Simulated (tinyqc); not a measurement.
From results back to parameters: donors with valley-orbit split 1s states. Three cases, with inputs chosen for the exercise.

Problem. The electron density is given and ND is hidden.

Each donor binds at most one electron, in any of its states. For a site s, W_s = sum over its states of g exp(E/kT), and the ionised share is 1/(1 + W_s exp(eta)), eta = (EF - Ec)/kT; n = Nc F_1/2(eta); neutrality n + NA = ND x (mean ionised share); holes are neglected. Nc from N = 2 (m kB T/(4 pi c))^(3/2) with c = hbar^2/2m0, in 1/angstrom^3; times 1e24 for 1/cm^3, m = md. F_j(eta) = (1/Gamma(j + 1)) integral_0^infinity x^j dx/(1 + exp(x - eta)), which tends to exp(eta) for eta << 0.

Constants: hbar^2/2m0 = 3.80998211 eV angstrom^2; kB = 8.617333262e-05 eV/K.

Find: eta; mean ionised share; ND.

Method. n/Nc gives eta, eta and W_s give the ionised share, and ND = (n + NA)/share.

Case 1.

Values chosen (near those of As in Si; the results hold for these values, not for the real material):
- md = 1.078 m0 (density-of-states mass of the conduction band)
- E = (54.4, 33.5, 31.4) meV (binding energies of 1s(A1), 1s(T2), 1s(E))
- g = (2, 6, 4) (their degeneracies with spin)
- T = 500 K
- NA = 0 1/cm^3 (compensating acceptors, all ionised)

n = 4.3909e+15 1/cm^3

Solution.

eta = -9.530
mean ionised share = 0.998
ND = 4.4e+15 1/cm^3

Case 2.

Values chosen (near those of As in Si; the results hold for these values, not for the real material):
- md = 1.086 m0 (density-of-states mass of the conduction band)
- E = (55.5, 33.7, 33.3) meV (binding energies of 1s(A1), 1s(T2), 1s(E))
- g = (2, 6, 4) (their degeneracies with spin)
- T = 200 K
- NA = 1.5e+16 1/cm^3 (compensating acceptors, all ionised)

n = 2.3140e+16 1/cm^3

Solution.

eta = -6.504
mean ionised share = 0.848
ND = 4.5e+16 1/cm^3

Case 3.

Values chosen (near those of As in Si; the results hold for these values, not for the real material):
- md = 1.06 m0 (density-of-states mass of the conduction band)
- E = (55.3, 35.1, 31.8) meV (binding energies of 1s(A1), 1s(T2), 1s(E))
- g = (2, 6, 4) (their degeneracies with spin)
- T = 200 K
- NA = 2.9e+14 1/cm^3 (compensating acceptors, all ionised)

n = 2.7426e+15 1/cm^3

Solution.

eta = -8.601
mean ionised share = 0.978
ND = 3.1e+15 1/cm^3

Computed by tinyqc, one run a case: `OMP_NUM_THREADS=1 python tinyqc.py N N+1 out.jsonl` with N = 1681952, 1681963, 1682055; one thread of a shared Intel(R) Xeon(R) Processor @ 2.30GHz, about 0.01 s a run at most.
